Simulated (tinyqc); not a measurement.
Comparisons within one model: averaged masses of warped heavy- and light-hole bands. A value that a table varies takes the place of the one given here.

Four-band hole energies E = c k^2 f(u), c = hbar^2/2m0, f = g1 -/+ 2 sqrt(g2^2 + 3 (g3^2 - g2^2) s), s = ux^2 uy^2 + uy^2 uz^2 + uz^2 ux^2 for the unit vector u; minus for heavy, plus for light holes; the mass along u is 1/f.

Grid: n x n midpoints in cos(theta) from 0 to 1 and phi from 0 to pi/2, equal weights. m_d = <f^(-3/2)>^(2/3). Conductivity mass for one scattering time: 1/m_c = <|w|^2 f^(-5/2)>/<f^(-3/2)> with w = grad_k(k^2 f)/(2 k), that is |w|^2 = f^2 + |angular gradient of f|^2/4.

Parameters, chosen for this exercise (out of a larger set: near those of Si; not measured data):
- g1 = 4.32 (Luttinger gamma1)
- g2 = 0.34 (gamma2)
- g3 = 1.44 (gamma3)

## Ways to average over directions

Heavy and light m_d on grids of growing n, against n = 160; also the three-direction rule <F> = (10 F[100] + 16 F[110] + 9 F[111])/35 and the spherical masses 1/(g1 (1 -/+ mu)), mu = (6 g3 + 4 g2)/(5 g1).

Masses (m0):
```
method             heavy   light  error heavy (%)  error light (%)
grid n = 1        0.6843  0.1393            35.31            -9.82
grid n = 2        0.5199  0.1501             2.79            -2.86
grid n = 3        0.5130  0.1522             1.43            -1.45
grid n = 5        0.5081  0.1534             0.47            -0.67
grid n = 10       0.5064  0.1541             0.13            -0.24
grid n = 160      0.5057  0.1545             0.00             0.00
three directions  0.5235  0.1607             3.52             4.04
spherical         0.4310  0.1582           -14.77             2.43
[100] alone       0.2747  0.2000           -45.68            29.47
```

The heavy mass is within 1 % from grid n = 5 on. Three directions err by +3.52 %, the spherical form by -14.77 % and [100] alone by -45.7 %; for light holes the same three err by +4.04, +2.43 and +29.5 %. The power -3/2 weights the heavy directions near [111], which a mean of f misses.

## Cyclotron masses against the field direction

For the central orbit m_cyc is the mean of 1/f(u) over the directions u normal to B (360 points on the circle). B lies in the (1-10) plane at the angle from [001]; 54.7 degrees is [111], 90 is [110].

Masses (m0):
```
angle (degrees)   heavy   light
0.0              0.4098  0.1671
15.0             0.4370  0.1613
30.0             0.4983  0.1526
45.0             0.5466  0.1473
54.7             0.5547  0.1463
70.0             0.5447  0.1485
90.0             0.5315  0.1537
```

The heavy mass is smallest at 0 and largest at 54.7 degrees of the angles listed, a spread of 35 %; the light mass varies by 14.2 %. The orbit normal to [001] has s between 0 and 1/4, the orbit normal to [111] has s = 1/4 all round, which gives 1/(g1 - sqrt(g2^2 + 3 g3^2)) = 0.5547. This is the classical limit; low Landau levels of holes depart from it.

## Several materials

The inputs are values chosen for the exercise; n = 40; delta = (g3 - g2)/g1.

Results:
```
case            g1    g2    g3  m_d heavy  m_c heavy  m_d light  delta
A near AlAs   3.77  0.82  1.42      0.780      0.642     0.1623  0.159
B near InAs  19.98  8.46  9.15      0.464      0.415     0.0265  0.035
C near GaP    4.06  0.49  1.25      0.503      0.442     0.1659  0.187
D near GaSb  13.33  4.72  6.01      0.482      0.349     0.0411  0.097
E near InP    5.07  1.60  2.11      0.854      0.712     0.1124  0.101
F near GaAs   6.94  2.06  2.92      0.619      0.483     0.0825  0.124
```

Heavy masses span a factor of 1.8 and light ones 6.3: the coupling to the conduction band adds to g1, 2 g2 and 2 g3 alike, so it cancels for heavy holes and doubles for light ones. The ratio m_c/m_d of the heavy holes is lowest for D (0.72); delta is largest for C; the heavy band feels the warping rather through (g3 - g2)/(g1 - 2 g3), which runs from 0.41 to 0.98 here and is 0.98 for the case with the lowest ratio.

## What each parameter does

n = 40. Each row changes one parameter from the base and keeps the others.

Results:
```
case        m_d heavy (m0)  m_c heavy (m0)  m_d light (m0)  m_c light (m0)
base                0.5058          0.4076          0.1544          0.1488
g1 = 4.45           0.4731          0.3894          0.1514          0.1461
g2 = 0.33           0.5053          0.4065          0.1545          0.1488
g3 = 1.397          0.4874          0.4020          0.1559          0.1505
```

The largest shifts from the base row, up to three for each result and ties (the steps differ in size, so this ranks the rows, not the parameters). m_d heavy (m0): g1 -0.0327, g3 -0.0184, g2 -0.0005. m_c heavy (m0): g1 -0.0182, g3 -0.0056, g2 -0.0011. m_d light (m0): g1 -0.0031, g3 +0.0014, g2 +0.0001. m_c light (m0): g1 -0.0027, g3 +0.0017; unchanged at the printed digits by g2.

Program tinyqc; command `OMP_NUM_THREADS=1 python tinyqc.py 1051152 1051153 out.jsonl`; about 0.01 s on one thread of a shared Intel(R) Xeon(R) Processor @ 2.30GHz.
